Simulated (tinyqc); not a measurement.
UHF in the sto-6g basis, for H4+, spin multiplicity 2, step by step. Computed by tinyqc, a small Python program that keeps every step (integrals from PySCF). Settings: charge = 1, multiplicity = 2, basis = sto-6g, energy threshold = 1e-09, iteration cap = 67, orthogonalisation = symmetric, start = core, DIIS depth = 4, DIIS from iteration = 2, damping = 0.7, method = UHF. Command: `OMP_NUM_THREADS=1 python tinyqc.py 24036 24037 out.jsonl` (the two numbers bound the seeds that draw the settings). One thread of a shared host (Intel(R) Xeon(R) Processor @ 2.60GHz), about 0.1 s of CPU time with the checks. Later iterations appear only in the table of the cycle.

## One-electron integrals

Geometry (angstrom):

| atom | x | y | z |
|---|---|---|---|
| H | 0.0000 | 0.0000 | 0.0000 |
| H | 0.0000 | 0.0000 | 0.8920 |
| H | 0.0000 | 0.0000 | 2.2520 |
| H | 0.0000 | 0.0000 | 3.1440 |

Basis sto-6g: exponents (1/bohr^2) and contraction coefficients of normalised primitives:

| element | l (shell) | exponent | coefficient |
|---|---|---|---|
| H | s (1) | 35.5232 | 0.0092 |
| H | s (1) | 6.5131 | 0.0494 |
| H | s (1) | 1.8221 | 0.1685 |
| H | s (1) | 0.6260 | 0.3706 |
| H | s (1) | 0.2431 | 0.4165 |
| H | s (1) | 0.1001 | 0.1303 |

Overlap, kinetic and nuclear-attraction integrals over the contracted functions; the nuclear repulsion is the sum of Za Zb / Rab.

nuclear repulsion = 2.213872 hartree

overlap S:
```
        1H 1s   2H 1s   3H 1s   4H 1s
1H 1s  1.0000  0.5622  0.0795  0.0167
2H 1s  0.5622  1.0000  0.3127  0.0795
3H 1s  0.0795  0.3127  1.0000  0.5622
4H 1s  0.0167  0.0795  0.5622  1.0000
```

kinetic energy T (hartree):
```
         1H 1s    2H 1s    3H 1s    4H 1s
1H 1s   0.7685   0.1554  -0.0118  -0.0047
2H 1s   0.1554   0.7685   0.0254  -0.0118
3H 1s  -0.0118   0.0254   0.7685   0.1554
4H 1s  -0.0047  -0.0118   0.1554   0.7685
```

nuclear attraction V (hartree):
```
         1H 1s    2H 1s    3H 1s    4H 1s
1H 1s  -2.2080  -1.2251  -0.1547  -0.0310
2H 1s  -1.2251  -2.4260  -0.6459  -0.1547
3H 1s  -0.1547  -0.6459  -2.4260  -1.2251
4H 1s  -0.0310  -0.1547  -1.2251  -2.2080
```

core Hamiltonian H = T + V (hartree):
```
         1H 1s    2H 1s    3H 1s    4H 1s
1H 1s  -1.4395  -1.0697  -0.1665  -0.0356
2H 1s  -1.0697  -1.6575  -0.6205  -0.1665
3H 1s  -0.1665  -0.6205  -1.6575  -1.0697
4H 1s  -0.0356  -0.1665  -1.0697  -1.4395
```

## Two-electron integrals

Functions are numbered as in S; the eight-fold symmetry (ij|kl) = (ji|kl) = (kl|ij) leaves the list below.

Two-electron integrals (ij|kl) in chemists' order, unique and non-zero (hartree):
```
(11|11) 0.7750     (21|11) 0.3620     (21|21) 0.2079     (22|11) 0.5146
(22|21) 0.3620     (22|22) 0.7750     (31|11) 0.0346     (31|21) 0.0222
(31|22) 0.0444     (31|31) 0.0030     (32|11) 0.1057     (32|21) 0.0764
(32|22) 0.1746     (32|31) 0.0125     (32|32) 0.0573     (33|11) 0.2347
(33|21) 0.1650     (33|22) 0.3769     (33|31) 0.0346     (33|32) 0.1746
(33|33) 0.7750     (41|11) 0.0059     (41|21) 0.0038     (41|22) 0.0078
(41|31) 0.0006     (41|32) 0.0025     (41|33) 0.0078     (41|41) 1.15e-04
(42|11) 0.0219     (42|21) 0.0154     (42|22) 0.0346     (42|31) 0.0027
(42|32) 0.0125     (42|33) 0.0444     (42|41) 0.0006     (42|42) 0.0030
(43|11) 0.1108     (43|21) 0.0752     (43|22) 0.1650     (43|31) 0.0154
(43|32) 0.0764     (43|33) 0.3620     (43|41) 0.0038     (43|42) 0.0222
(43|43) 0.2079     (44|11) 0.1683     (44|21) 0.1108     (44|22) 0.2347
(44|31) 0.0219     (44|32) 0.1057     (44|33) 0.5146     (44|41) 0.0059
(44|42) 0.0346     (44|43) 0.3620     (44|44) 0.7750
```

## Orthogonalisation

S = U s U^T; symmetric (Loewdin) form X = U s^(-1/2) U^T, so that X^T S X = 1.

eigenvalues of S: 0.3303  0.5062  1.3402  1.8233

X:
```
         1H 1s    2H 1s    3H 1s    4H 1s
1H 1s   1.1606  -0.3714   0.0474  -0.0128
2H 1s  -0.3714   1.2143  -0.2160   0.0474
3H 1s   0.0474  -0.2160   1.2143  -0.3714
4H 1s  -0.0128   0.0474  -0.3714   1.1606
```

## Starting guess

The start is the orbitals of the core Hamiltonian; D(s) = C_occ C_occ^T for each spin.

D(alpha) at the start:
```
         1H 1s    2H 1s    3H 1s    4H 1s
1H 1s   0.1490   0.2771  -0.0972  -0.0891
2H 1s   0.2771   0.5640  -0.0245  -0.0972
3H 1s  -0.0972  -0.0245   0.5640   0.2771
4H 1s  -0.0891  -0.0972   0.2771   0.1490
```

D(beta) at the start:
```
        1H 1s   2H 1s   3H 1s   4H 1s
1H 1s  0.0300  0.0899  0.0899  0.0300
2H 1s  0.0899  0.2697  0.2697  0.0899
3H 1s  0.0899  0.2697  0.2697  0.0899
4H 1s  0.0300  0.0899  0.0899  0.0300
```

## Iteration 1: building the Fock matrix

J_ij = sum D_kl (ij|kl) with D = D(alpha) + D(beta), K_ij = sum D_kl (ik|jl) for each spin; F = H + J - K(s); E = tr D H + tr D J / 2 - 0.5 sum_s tr D(s) K(s) + E_nn.

Coulomb J (hartree):
```
        1H 1s   2H 1s   3H 1s   4H 1s
1H 1s  1.1909  0.7683  0.1096  0.0219
2H 1s  0.7683  1.5649  0.4686  0.1096
3H 1s  0.1096  0.4686  1.5649  0.7683
4H 1s  0.0219  0.1096  0.7683  1.1909
```

exchange K(alpha) (hartree):
```
         1H 1s   2H 1s   3H 1s    4H 1s
1H 1s   0.4258  0.4469  0.0652  -0.0052
2H 1s   0.4469  0.6755  0.2184   0.0652
3H 1s   0.0652  0.2184  0.6755   0.4469
4H 1s  -0.0052  0.0652  0.4469   0.4258
```

exchange K(beta) (hartree):
```
        1H 1s   2H 1s   3H 1s   4H 1s
1H 1s  0.1646  0.2243  0.1243  0.0594
2H 1s  0.2243  0.4133  0.2687  0.1243
3H 1s  0.1243  0.2687  0.4133  0.2243
4H 1s  0.0594  0.1243  0.2243  0.1646
```

F(alpha) (hartree):
```
         1H 1s    2H 1s    3H 1s    4H 1s
1H 1s  -0.6744  -0.7483  -0.1222  -0.0085
2H 1s  -0.7483  -0.7681  -0.3703  -0.1222
3H 1s  -0.1222  -0.3703  -0.7681  -0.7483
4H 1s  -0.0085  -0.1222  -0.7483  -0.6744
```

F(beta) (hartree):
```
         1H 1s    2H 1s    3H 1s    4H 1s
1H 1s  -0.4132  -0.5257  -0.1812  -0.0731
2H 1s  -0.5257  -0.5059  -0.4206  -0.1812
3H 1s  -0.1812  -0.4206  -0.5059  -0.5257
4H 1s  -0.0731  -0.1812  -0.5257  -0.4132
```

total energy of this density = -1.665059 hartree

This density is the starting one.

## Iteration 1: diagonalisation and new density

Diagonalise F' = X^T F X, C = X C', fill 2 alpha and 1 beta electrons from the bottom; D(s) = C_occ C_occ^T; the new density keeps 0.7 of the old one (damping). Each column has its largest component positive (the first on a tie).

F' = X^T F X (alpha) (hartree):
```
         1        2        3        4
1  -0.3715  -0.5309   0.0643  -0.0003
2  -0.5309  -0.4118  -0.2314   0.0643
3   0.0643  -0.2314  -0.4118  -0.5309
4  -0.0003   0.0643  -0.5309  -0.3715
```

orbital energies (alpha) (hartree): MO1 -0.9936, MO2 -0.8786, MO3 -0.0215, MO4 0.3270

coefficients C (alpha):
```
          MO1      MO2      MO3      MO4
1H 1s  0.3040   0.4393   0.7866  -0.7637
2H 1s  0.4271   0.4307  -0.6070   0.9618
3H 1s  0.4271  -0.4307  -0.6070  -0.9618
4H 1s  0.3040  -0.4393   0.7866   0.7637
```

F' = X^T F X (beta) (hartree):
```
         1        2        3        4
1  -0.1784  -0.4120   0.0083  -0.0338
2  -0.4120  -0.1694  -0.3478   0.0083
3   0.0083  -0.3478  -0.1694  -0.4120
4  -0.0338   0.0083  -0.4120  -0.1784
```

orbital energies (beta) (hartree): MO1 -0.7962, MO2 -0.4334, MO3 0.0669, MO4 0.4672

coefficients C (beta):
```
          MO1      MO2      MO3      MO4
1H 1s  0.2731   0.5162   0.7979  -0.7139
2H 1s  0.4504   0.3285  -0.5899   1.0013
3H 1s  0.4504  -0.3285  -0.5899  -1.0013
4H 1s  0.2731  -0.5162   0.7979   0.7139
```

D(alpha) after iteration 1:
```
         1H 1s    2H 1s    3H 1s    4H 1s
1H 1s   0.1900   0.2897  -0.0859  -0.0925
2H 1s   0.2897   0.5051  -0.0181  -0.0859
3H 1s  -0.0859  -0.0181   0.5051   0.2897
4H 1s  -0.0925  -0.0859   0.2897   0.1900
```

D(beta) after iteration 1:
```
        1H 1s   2H 1s   3H 1s   4H 1s
1H 1s  0.0434  0.0999  0.0999  0.0434
2H 1s  0.0999  0.2497  0.2497  0.0999
3H 1s  0.0999  0.2497  0.2497  0.0999
4H 1s  0.0434  0.0999  0.0999  0.0434
```

## Iteration 2: building the Fock matrix

As before.

Coulomb J (hartree):
```
        1H 1s   2H 1s   3H 1s   4H 1s
1H 1s  1.2039  0.7647  0.1080  0.0217
2H 1s  0.7647  1.5372  0.4589  0.1080
3H 1s  0.1080  0.4589  1.5372  0.7647
4H 1s  0.0217  0.1080  0.7647  1.2039
```

exchange K(alpha) (hartree):
```
         1H 1s   2H 1s   3H 1s    4H 1s
1H 1s   0.4553  0.4513  0.0665  -0.0034
2H 1s   0.4513  0.6493  0.2093   0.0665
3H 1s   0.0665  0.2093  0.6493   0.4513
4H 1s  -0.0034  0.0665  0.4513   0.4553
```

exchange K(beta) (hartree):
```
        1H 1s   2H 1s   3H 1s   4H 1s
1H 1s  0.1779  0.2282  0.1251  0.0623
2H 1s  0.2282  0.4024  0.2605  0.1251
3H 1s  0.1251  0.2605  0.4024  0.2282
4H 1s  0.0623  0.1251  0.2282  0.1779
```

F(alpha) (hartree):
```
         1H 1s    2H 1s    3H 1s    4H 1s
1H 1s  -0.6909  -0.7563  -0.1250  -0.0105
2H 1s  -0.7563  -0.7696  -0.3708  -0.1250
3H 1s  -0.1250  -0.3708  -0.7696  -0.7563
4H 1s  -0.0105  -0.1250  -0.7563  -0.6909
```

F(beta) (hartree):
```
         1H 1s    2H 1s    3H 1s    4H 1s
1H 1s  -0.4135  -0.5332  -0.1836  -0.0763
2H 1s  -0.5332  -0.5228  -0.4221  -0.1836
3H 1s  -0.1836  -0.4221  -0.5228  -0.5332
4H 1s  -0.0763  -0.1836  -0.5332  -0.4135
```

total energy of this density = -1.682412 hartree

This density is a damped mixture and is not idempotent.

## Iteration 2: diagonalisation and new density

As before.

F' = X^T F X (alpha) (hartree):
```
         1        2        3        4
1  -0.3874  -0.5348   0.0622  -0.0011
2  -0.5348  -0.4095  -0.2307   0.0622
3   0.0622  -0.2307  -0.4095  -0.5348
4  -0.0011   0.0622  -0.5348  -0.3874
```

orbital energies (alpha) (hartree): MO1 -1.0034, MO2 -0.8885, MO3 -0.0252, MO4 0.3233

coefficients C (alpha):
```
          MO1      MO2      MO3      MO4
1H 1s  0.3129   0.4443   0.7831  -0.7608
2H 1s  0.4201   0.4244  -0.6118   0.9646
3H 1s  0.4201  -0.4244  -0.6118  -0.9646
4H 1s  0.3129  -0.4443   0.7831   0.7608
```

F' = X^T F X (beta) (hartree):
```
         1        2        3        4
1  -0.1749  -0.4155   0.0066  -0.0365
2  -0.4155  -0.1879  -0.3415   0.0066
3   0.0066  -0.3415  -0.1879  -0.4155
4  -0.0365   0.0066  -0.4155  -0.1749
```

orbital energies (beta) (hartree): MO1 -0.8091, MO2 -0.4389, MO3 0.0683, MO4 0.4542

coefficients C (beta):
```
          MO1      MO2      MO3      MO4
1H 1s  0.2692   0.5041   0.7992  -0.7226
2H 1s  0.4533   0.3455  -0.5877   0.9956
3H 1s  0.4533  -0.3455  -0.5877  -0.9956
4H 1s  0.2692  -0.5041   0.7992   0.7226
```

D(alpha) after iteration 2:
```
         1H 1s    2H 1s    3H 1s    4H 1s
1H 1s   0.2216   0.2988  -0.0772  -0.0946
2H 1s   0.2988   0.4606  -0.0137  -0.0772
3H 1s  -0.0772  -0.0137   0.4606   0.2988
4H 1s  -0.0946  -0.0772   0.2988   0.2216
```

D(beta) after iteration 2:
```
        1H 1s   2H 1s   3H 1s   4H 1s
1H 1s  0.0521  0.1065  0.1065  0.0521
2H 1s  0.1065  0.2364  0.2364  0.1065
3H 1s  0.1065  0.2364  0.2364  0.1065
4H 1s  0.0521  0.1065  0.1065  0.0521
```

## Iteration 3: building the Fock matrix

As before.

Coulomb J (hartree):
```
        1H 1s   2H 1s   3H 1s   4H 1s
1H 1s  1.2135  0.7621  0.1069  0.0215
2H 1s  0.7621  1.5168  0.4518  0.1069
3H 1s  0.1069  0.4518  1.5168  0.7621
4H 1s  0.0215  0.1069  0.7621  1.2135
```

exchange K(alpha) (hartree):
```
         1H 1s   2H 1s   3H 1s    4H 1s
1H 1s   0.4779  0.4545  0.0674  -0.0021
2H 1s   0.4545  0.6290  0.2021   0.0674
3H 1s   0.0674  0.2021  0.6290   0.4545
4H 1s  -0.0021  0.0674  0.4545   0.4779
```

exchange K(beta) (hartree):
```
        1H 1s   2H 1s   3H 1s   4H 1s
1H 1s  0.1867  0.2309  0.1257  0.0643
2H 1s  0.2309  0.3953  0.2551  0.1257
3H 1s  0.1257  0.2551  0.3953  0.2309
4H 1s  0.0643  0.1257  0.2309  0.1867
```

F(alpha) (hartree):
```
         1H 1s    2H 1s    3H 1s    4H 1s
1H 1s  -0.7039  -0.7621  -0.1271  -0.0121
2H 1s  -0.7621  -0.7697  -0.3707  -0.1271
3H 1s  -0.1271  -0.3707  -0.7697  -0.7621
4H 1s  -0.0121  -0.1271  -0.7621  -0.7039
```

F(beta) (hartree):
```
         1H 1s    2H 1s    3H 1s    4H 1s
1H 1s  -0.4128  -0.5385  -0.1853  -0.0785
2H 1s  -0.5385  -0.5360  -0.4238  -0.1853
3H 1s  -0.1853  -0.4238  -0.5360  -0.5385
4H 1s  -0.0785  -0.1853  -0.5385  -0.4128
```

total energy of this density = -1.695577 hartree

This density is a damped mixture and is not idempotent.

## Iteration 3: DIIS over 2 matrices

error matrix X^T (FDS - SDF) X (alpha):
```
        1        2        3       4
1  0.0000  -0.0879  -0.0052  0.0000
2  0.0879   0.0000   0.0000  0.0052
3  0.0052   0.0000   0.0000  0.0879
4  0.0000  -0.0052  -0.0879  0.0000
```

B (overlaps of the stored error matrices):
```
               1              2
1  6.2052692e-02  4.6639670e-02
2  4.6639670e-02  3.5190825e-02
```

Minimise |sum c_i e_i|^2 with sum c_i = 1: solve [B -1; -1 0][c; lambda] = [0; -1] with B_ij = tr e_i^T e_j summed over both spins, and take F = sum c_i F_i.

DIIS coefficients: -2.8881  3.8881

extrapolated F(alpha) (hartree):
```
         1H 1s    2H 1s    3H 1s    4H 1s
1H 1s  -0.7414  -0.7789  -0.1330  -0.0166
2H 1s  -0.7789  -0.7701  -0.3705  -0.1330
3H 1s  -0.1330  -0.3705  -0.7701  -0.7789
4H 1s  -0.0166  -0.1330  -0.7789  -0.7414
```

extrapolated F(beta) (hartree):
```
         1H 1s    2H 1s    3H 1s    4H 1s
1H 1s  -0.4106  -0.5538  -0.1903  -0.0847
2H 1s  -0.5538  -0.5743  -0.4288  -0.1903
3H 1s  -0.1903  -0.4288  -0.5743  -0.5538
4H 1s  -0.0847  -0.1903  -0.5538  -0.4106
```

## Iteration 3: diagonalisation and new density

As before.

F' = X^T F X (alpha) (hartree):
```
         1        2        3        4
1  -0.4368  -0.5457   0.0559  -0.0035
2  -0.5457  -0.3987  -0.2278   0.0559
3   0.0559  -0.2278  -0.3987  -0.5457
4  -0.0035   0.0559  -0.5457  -0.4368
```

orbital energies (alpha) (hartree): MO1 -1.0319, MO2 -0.9179, MO3 -0.0348, MO4 0.3137

coefficients C (alpha):
```
          MO1      MO2      MO3      MO4
1H 1s  0.3411   0.4604   0.7713  -0.7511
2H 1s  0.3977   0.4038  -0.6266   0.9734
3H 1s  0.3977  -0.4038  -0.6266  -0.9734
4H 1s  0.3411  -0.4604   0.7713   0.7511
```

F' = X^T F X (beta) (hartree):
```
         1        2        3        4
1  -0.1607  -0.4243   0.0021  -0.0436
2  -0.4243  -0.2449  -0.3254   0.0021
3   0.0021  -0.3254  -0.2449  -0.4243
4  -0.0436   0.0021  -0.4243  -0.1607
```

orbital energies (beta) (hartree): MO1 -0.8475, MO2 -0.4560, MO3 0.0728, MO4 0.4193

coefficients C (beta):
```
          MO1      MO2      MO3      MO4
1H 1s  0.2539   0.4653   0.8042  -0.7481
2H 1s  0.4644   0.3974  -0.5789   0.9760
3H 1s  0.4644  -0.3974  -0.5789  -0.9760
4H 1s  0.2539  -0.4653   0.8042   0.7481
```

D(alpha) after iteration 3:
```
         1H 1s    2H 1s    3H 1s    4H 1s
1H 1s   0.2536   0.3056  -0.0692  -0.0949
2H 1s   0.3056   0.4188  -0.0111  -0.0692
3H 1s  -0.0692  -0.0111   0.4188   0.3056
4H 1s  -0.0949  -0.0692   0.3056   0.2536
```

D(beta) after iteration 3:
```
        1H 1s   2H 1s   3H 1s   4H 1s
1H 1s  0.0558  0.1099  0.1099  0.0558
2H 1s  0.1099  0.2302  0.2302  0.1099
3H 1s  0.1099  0.2302  0.2302  0.1099
4H 1s  0.0558  0.1099  0.1099  0.0558
```

## Iteration 51 (converged): orbitals

converged F(alpha) (hartree):
```
         1H 1s    2H 1s    3H 1s    4H 1s
1H 1s  -0.7670  -0.7785  -0.1322  -0.0185
2H 1s  -0.7785  -0.7431  -0.3585  -0.1322
3H 1s  -0.1322  -0.3585  -0.7431  -0.7785
4H 1s  -0.0185  -0.1322  -0.7785  -0.7670
```

converged F(beta) (hartree):
```
         1H 1s    2H 1s    3H 1s    4H 1s
1H 1s  -0.3820  -0.5470  -0.1891  -0.0786
2H 1s  -0.5470  -0.6002  -0.4468  -0.1891
3H 1s  -0.1891  -0.4468  -0.6002  -0.5470
4H 1s  -0.0786  -0.1891  -0.5470  -0.3820
```

Diagonalise F' = X^T F X, C = X C', fill 2 alpha and 1 beta electrons from the bottom; D(s) = C_occ C_occ^T. Each column has its largest component positive (the first on a tie).

F' = X^T F X (alpha) (hartree):
```
         1        2        3        4
1  -0.4680  -0.5453   0.0545  -0.0052
2  -0.5453  -0.3675  -0.2237   0.0545
3   0.0545  -0.2237  -0.3675  -0.5453
4  -0.0052   0.0545  -0.5453  -0.4680
```

orbital energies (alpha) (hartree): MO1 -1.0265, MO2 -0.9240, MO3 -0.0379, MO4 0.3172

coefficients C (alpha):
```
          MO1      MO2      MO3      MO4
1H 1s  0.3672   0.4773   0.7592  -0.7405
2H 1s  0.3761   0.3816  -0.6398   0.9823
3H 1s  0.3761  -0.3816  -0.6398  -0.9823
4H 1s  0.3672  -0.4773   0.7592   0.7405
```

F' = X^T F X (beta) (hartree):
```
         1        2        3        4
1  -0.1311  -0.4166   0.0058  -0.0382
2  -0.4166  -0.2771  -0.3386   0.0058
3   0.0058  -0.3386  -0.2771  -0.4166
4  -0.0382   0.0058  -0.4166  -0.1311
```

orbital energies (beta) (hartree): MO1 -0.8601, MO2 -0.4450, MO3 0.0751, MO4 0.4137

coefficients C (beta):
```
          MO1      MO2      MO3      MO4
1H 1s  0.2180   0.4477   0.8147  -0.7588
2H 1s  0.4896   0.4202  -0.5578   0.9665
3H 1s  0.4896  -0.4202  -0.5578  -0.9665
4H 1s  0.2180  -0.4477   0.8147   0.7588
```

D(alpha) after iteration 51:
```
         1H 1s    2H 1s    3H 1s    4H 1s
1H 1s   0.3626   0.3203  -0.0441  -0.0930
2H 1s   0.3203   0.2871  -0.0042  -0.0441
3H 1s  -0.0441  -0.0042   0.2871   0.3203
4H 1s  -0.0930  -0.0441   0.3203   0.3626
```

D(beta) after iteration 51:
```
        1H 1s   2H 1s   3H 1s   4H 1s
1H 1s  0.0475  0.1067  0.1067  0.0475
2H 1s  0.1067  0.2397  0.2397  0.1067
3H 1s  0.1067  0.2397  0.2397  0.1067
4H 1s  0.0475  0.1067  0.1067  0.0475
```

## Convergence

Stop when the energy changes by less than 1e-09 hartree and every element of the error matrix X^T (F D S - S D F) X (for each spin) is below 9e-06.

Course of the cycle:

| iteration | E (hartree) | change | largest element of the error matrix |
|---|---|---|---|
| 1 | -1.665059 | - | 1.49e-01 |
| 2 | -1.682412 | -1.74e-02 | 1.14e-01 |
| 3 | -1.695577 | -1.32e-02 | 8.79e-02 |
| 4 | -1.705365 | -9.79e-03 | 6.49e-02 |
| 5 | -1.711889 | -6.52e-03 | 4.54e-02 |
| 6 | -1.717517 | -5.63e-03 | 3.19e-02 |
| 7 | -1.721944 | -4.43e-03 | 2.23e-02 |
| 8 | -1.725298 | -3.35e-03 | 1.56e-02 |
| 9 | -1.727771 | -2.47e-03 | 1.09e-02 |
| 10 | -1.729563 | -1.79e-03 | 7.64e-03 |
| 11 | -1.730848 | -1.28e-03 | 5.35e-03 |
| 12 | -1.731761 | -9.14e-04 | 3.74e-03 |
| 13 | -1.732408 | -6.47e-04 | 2.62e-03 |
| 14 | -1.732864 | -4.56e-04 | 1.83e-03 |
| ... | ... | ... | ... |
| 38 | -1.733940 | -8.90e-08 | 3.51e-07 |
| 39 | -1.733940 | -6.23e-08 | 2.46e-07 |
| 40 | -1.733940 | -4.36e-08 | 1.72e-07 |
| 41 | -1.733940 | -3.05e-08 | 1.21e-07 |
| 42 | -1.733940 | -2.14e-08 | 8.44e-08 |
| 43 | -1.733940 | -1.50e-08 | 5.91e-08 |
| 44 | -1.733940 | -1.05e-08 | 4.13e-08 |
| 45 | -1.733940 | -7.33e-09 | 2.89e-08 |
| 46 | -1.733940 | -5.13e-09 | 2.03e-08 |
| 47 | -1.733940 | -3.59e-09 | 1.42e-08 |
| 48 | -1.733940 | -2.51e-09 | 9.93e-09 |
| 49 | -1.733940 | -1.76e-09 | 6.95e-09 |
| 50 | -1.733940 | -1.23e-09 | 4.86e-09 |
| 51 | -1.733940 | -8.62e-10 | 3.41e-09 |

PySCF UHF in the same basis, after a stability check = -1.733940 hartree

Converged in 51 iterations.

## Populations, bond orders and dipole

Mulliken: Z minus the diagonal of D S on the atom; Loewdin: the same with S^(1/2) D S^(1/2); Mayer order: 2 sum_s sum (D(s) S)_ij (D(s) S)_ji over the two atoms.

Charges (e):

| atom | Mulliken | Loewdin | Mulliken spin |
|---|---|---|---|
| 1H | 0.3456 | 0.3349 | 0.4208 |
| 2H | 0.1544 | 0.1651 | 0.0792 |
| 3H | 0.1544 | 0.1651 | 0.0792 |
| 4H | 0.3456 | 0.3349 | 0.4208 |

Mayer bond orders:

| pair | order |
|---|---|
| 2-1 | 0.5730 |
| 3-1 | 0.0883 |
| 3-2 | 0.3086 |
| 4-1 | 0.0422 |
| 4-2 | 0.0883 |
| 4-3 | 0.5730 |

dipole moment about the origin, x y z (debye): 0.0000  0.0000  7.5506

<S^2> of the determinant (pure state: 0.75) = 0.7853
